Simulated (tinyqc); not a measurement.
What the s* orbital does: sp3s* tight binding.

sp3s* tight binding, nearest neighbours only: anion (a) at 0, cation (c) at a/4 (1,1,1), orbitals s, px, py, pz, s* on each; k in units of 2 pi/a. With phases e_j = exp(i (pi/2) k.n_j) for n = (1,1,1), (1,-1,-1), (-1,1,-1), (-1,-1,1): g0 = (e1+e2+e3+e4)/4, g1 = (e1+e2-e3-e4)/4, g2 = (e1-e2+e3-e4)/4, g3 = (e1-e2-e3+e4)/4. The diagonal holds the levels Esa, Epa, Exa (s*) and Esc, Epc, Exc. Anion-cation block: <sa|sc> = Vss g0; <sa|xc> = Vsapc g1; <xa|sc> = -Vscpa g1; <xa|xc> = Vxx g0; <xa|yc> = <ya|xc> = Vxy g3, <xa|zc> = <za|xc> = Vxy g2, <ya|zc> = <za|yc> = Vxy g1; <s*a|xc> = Vxapc g1; <xa|s*c> = -Vpaxc g1; y and z take g2 and g3 in place of g1; s-s* and s*-s* vanish.

Values chosen for the exercise (near a published set for GaAs, fitted to gaps, whose masses and valley positions are rough; not measured data):

| symbol | value | unit | meaning |
|---|---|---|---|
| Esa | -8.342 | eV | s level of the anion |
| Epa | 1.038 | eV | p level of the anion |
| Esc | -2.656 | eV | s level of the cation |
| Epc | 3.67 | eV | p level of the cation |
| Exa | 8.609 | eV | s* level of the anion |
| Exc | 6.736 | eV | s* level of the cation |
| Vss | -6.467 | eV | s-s |
| Vxx | 1.958 | eV | px-px |
| Vxy | 5.073 | eV | px-py |
| Vsapc | 4.476 | eV | s anion, p cation |
| Vscpa | 5.787 | eV | s cation, p anion |
| Vxapc | 4.851 | eV | s* anion, p cation |
| Vpaxc | 4.795 | eV | p anion, s* cation |

The s* couplings Vxapc and Vpaxc are scaled by f; f = 0 is the plain sp3 model. Gaps from the top of the valence band at Gamma; the Delta value is the minimum on (x,0,0), 0.5 <= x <= 1.

Gaps (eV):

| f | Gamma | Delta | L | x of the minimum |
|---|---|---|---|---|
| 0.00 | 1.5705 | 4.0775 | 2.9172 | 0.500 |
| 0.25 | 1.5705 | 3.9547 | 2.8081 | 0.500 |
| 0.50 | 1.5705 | 3.6450 | 2.5205 | 0.500 |
| 0.75 | 1.5705 | 3.0536 | 2.1318 | 1.000 |
| 0.90 | 1.5705 | 2.4442 | 1.8763 | 1.000 |
| 1.00 | 1.5705 | 2.0321 | 1.7022 | 1.000 |
| 1.10 | 1.5705 | 1.6179 | 1.5264 | 1.000 |

What does the comparison show, and why?

The gap at Gamma stays, since g1 to g3 vanish there. From f = 0 to 1 the s* levels lower the Delta value by 2.045 eV and L by 1.215 eV. For f = 0, 0.25 and 0.5 the least value lies at x = 0.5, the end of the range: any valley further out lies above that value until s* has lowered it enough. The lowest of the three is Gamma at both f = 0 and f = 1.

(tinyqc, `OMP_NUM_THREADS=1 python tinyqc.py 1482389 1482390 out.jsonl`, Intel(R) Xeon(R) Processor @ 2.30GHz, 1 thread, shared host, about 0.06 s.)
